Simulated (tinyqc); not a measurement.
Width of the inclusion: polytypes by hexagonality, and a cubic inclusion as a quantum well.

Gap: E3 + (E2 - E3) h. Valence top Ev2 h and polarisation P2 h, both counted from 3C; Ec = Ev + gap.

A cubic inclusion of width L = N d in the host (h = 1) is a well of depth V = Ec(host) - Ec(3C). Square well with mass mismatch: k tan(k L/2) = (m_w/m_b) q, k = sqrt(m_w E/c), q = sqrt(m_b (V - E)/c), c = hbar^2/2m0, lowest root. The depth of the level, V - E, is its binding, and the transition to the valence top of the host is gap(host) - (V - E). The step in polarisation gives a field |F| = |P|/(eps eps0) in a thin inclusion, eps0 = 8.8541878e-12 F/m.

Constants: hbar^2/2m0 = 3.80998211 eV angstrom^2.

Parameters, chosen for this exercise (of the order of those of GaAs; the results hold for these values, not for the real material):
```
symbol  value           unit      meaning
E3      1.515           eV        gap of the cubic polytype
E2      1.508           eV        gap of 2H
Ev2     0.111           eV        valence top of 2H above that of 3C
P2      0.0021          C/m^2     spontaneous polarisation of 2H
m       (0.062, 0.069)  m0        electron mass along c in the cubic layer and in the host
d       3.255           angstrom  thickness of a double layer
eps     13.2                      dielectric constant
```

Without the field: square well. With it, the potential inside is |F| (z - L/2), the host conduction edge lies at V - |F| L/2 on one side and V + |F| L/2 on the other, and the lowest level E_F is found by finite differences (step 0.25 angstrom, wide box, good to about 1 meV). Holes sit in the host on the high side, so the transition is gap(host) - V + E_F - |F| L/2. A dash: bound by less than 2 meV or not at all.

Results:
```
N   L (angstrom)  depth (eV)  transition (eV)  depth below the low side, with field (eV)  transition with field (eV)
2           6.51       0.002            1.506                                          -                           -
4          13.02       0.007            1.501                                          -                           -
10         32.55       0.032            1.476                                      0.009                       1.441
15         48.83       0.049            1.459                                      0.015                       1.405
20         65.10       0.062            1.446                                      0.018                       1.373
30         97.65       0.077            1.431                                      0.020                       1.313
```

Give the missing row, N = 6, L (angstrom) = 19.53.

Computed row:
```
N  L (angstrom)  depth (eV)  transition (eV)  depth below the low side, with field (eV)  transition with field (eV)
6         19.53       0.015            1.493                                      0.003                       1.470
```

The square well binds a level even at N = 2 (2 meV), as any symmetric one-dimensional well does; the depth grows to 77 of 104 meV, and the transition tends to E3 - Ev(host) = 1.404 eV. With the field the level is bound by 2 meV or more for N = 6, 10, 15, 20 and 30, and the transition is lowered by 23 meV at N = 6 and 118 meV at N = 30, where |F| L/2 = 88 meV. Free carriers or surface charge screen the field and the step between the two sides; with the field removed every row returns to its square-well depth, and the attraction to the hole, left out here, binds the electron further.

Run: tinyqc, `OMP_NUM_THREADS=1 python tinyqc.py 1880136 1880137 out.jsonl`; Intel(R) Xeon(R) Processor @ 2.30GHz, one thread, shared host; about 0.07 s of CPU time with all checks.
